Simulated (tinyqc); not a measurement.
Raising U: Hubbard chain of 2 sites, mean field against exact. Computed by the program tinyqc. 

one-body matrix (hopping and site energies) (eV):
```
         1        2
1   0.0000  -1.8100
2  -1.8100   0.0000
```

electrons, up and down: 1  1

Collinear unrestricted mean field (the lowest of 40 random starts) against exact diagonalisation.

Exact and mean-field results (eV):
```
U          U/t   E exact  E mean field  mean |n_up - n_down|  double occupancy, exact  first gap in the sector
0.910    0.503  -3.19348      -3.16500                 0.000                    0.219                    3.193
1.810    1.000  -2.82641      -2.71500                 0.000                    0.189                    2.826
3.620    2.000  -2.23728      -1.81000              5.18e-04                    0.138                    2.237
5.430    3.000  -1.81000      -1.20667                 0.745                    0.100                    1.810
7.240    4.000  -1.49945      -0.90500                 0.866                    0.073                    1.499
10.860   6.000  -1.09605      -0.60333                 0.943                    0.042                    1.096
14.480   8.000  -0.85457      -0.45250                 0.968                    0.026                    0.855
21.720  12.000  -0.58745      -0.30167                 0.986                    0.013                    0.587
36.200  20.000  -0.35845      -0.18100                 0.995                 4.85e-03                    0.358
```

In absolute terms mean field is worst at U/t = 3.0, 0.603 eV too high: at small U it is nearly exact, and at large U it misses only exchange-scale energies. For the symmetric dimer the instability lies at U = 2t. Its local moments set in at U/t = 3.0 of those listed, a broken symmetry that the exact state of a finite cluster with equal spins does not have. Relative to the exact energy its error is 0.9 % at the smallest U, 50 % at most and 50 % at the largest. The double occupancy falls from 0.219 to 0.005; at the largest U the first gap is 0.99 times the exchange scale 4t^2/U.
